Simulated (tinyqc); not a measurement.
Froehlich polaron in a polar crystal: one step, computed by the program tinyqc.

One electron in a parabolic band of mass m*, coupled to dispersionless LO phonons in the continuum model. Energies are in units of hbar omega unless marked, wave numbers in k_0 = sqrt(2 m* omega/hbar).

Problem. Coupling constant and length scale. 1/eps* = 1/eps_inf - 1/eps_s; k_0 = sqrt(2 m* omega/hbar) = sqrt(m* hbar omega / (hbar^2/(2 m_0))) with m* in m_0; alpha = (e^2/(4 pi eps_0)) k_0/(2 eps* hbar omega); polaron length 1/k_0.

Inputs (values chosen for the exercise, modelled on sodium chloride): band mass m* = 0.515 m_0; LO phonon energy hbar omega = 32.3 meV; eps_inf = 2.29; static dielectric constant eps_s = 5.73.

Constants: hbar^2/(2 m_0) = 3.80998212 eV angstrom^2; e^2/(4 pi eps_0) = 14.39964548 eV angstrom.

Give: eps*; k_0; coupling constant alpha; polaron length 1/k_0.

Solution.

eps* = 3.814

k_0 = 0.06608 1/angstrom

coupling constant alpha = 3.861

polaron length 1/k_0 = 15.13 angstrom

Intermediate coupling.
